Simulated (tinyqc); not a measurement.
Free and trapped electrons in a MOS channel with a dense trap tail: one step of the calculation.

p-type body, charge-sheet picture, full ionisation (an idealisation for deep acceptors), Boltzmann statistics for free electrons. e = Ec - EF at the surface. Acceptor-like traps of density D(E) = D0 + De exp(-E/Ew) at depth E below Ec, from 0 to Eu, hold n_t = integral of D(E)/(1 + exp((e - E)/Vt)). psi = Eg - Vt ln(Nv/Na) - e; N_dep = sqrt(2 eps0 eps_r Na (psi - Vt)/q); n_f = sqrt(N_dep^2 + 2 eps0 eps_r Vt Nc exp(-e/Vt)/q) - N_dep; Vg = Vfb + psi + q (N_dep + n_t + n_f)/Cox, Cox = eps0 eox/tox.

Task. Charges and gate voltage. psi, N_dep, n_f and Vg as defined, with the n_t given; free share n_f/(n_f + n_t); apparent mobility mf n_f/(n_f + n_t); gate voltage spent on traps q n_t/Cox.

Inputs (values chosen for the exercise); band and dielectric values close to those of gallium nitride:
- T = 250 K (temperature)
- Eg = 3.46 eV (band gap)
- eps_r = 9.58 (relative permittivity)
- Nc = 1.73e18 cm^-3 (conduction-band density of states at T)
- Nv = 3.57e19 cm^-3 (valence-band density of states at T)
- eox = 3.9 (relative permittivity of the insulator)
- tox = 68 nm (insulator thickness)
- Na = 5.2e15 cm^-3 (acceptor density)
- Vfb = -2.35 V (flat-band voltage without trapped charge)
- mf = 240 cm^2/(V s) (mobility of free electrons)
- e = 0.054 eV (Ec - EF at the surface)

Constants: q = 1.602176634e-19 C, kB = 1.380649e-23 J/K, Vt = kB T/q, eps0 = 8.8541878128e-14 F/cm where lengths are in cm. Results are converted to the units shown.

n_t = 9.7186680e11 cm^-2

Wanted: psi; N_dep; n_f; Vg; free share; apparent mobility; gate voltage spent on traps.

Result.

psi = 3.2157 V
N_dep = 4.1937e11 cm^-2
n_f = 3.6758e10 cm^-2
Vg = 5.3711 V
free share = 3.6443 %
apparent mobility = 8.7464 cm^2/(V s)
gate voltage spent on traps = 3.0663 V

tinyqc, about 0.02 s, one thread, Intel Xeon 2.30GHz (shared host): `OMP_NUM_THREADS=1 python tinyqc.py 2222082 2222083 out.jsonl`
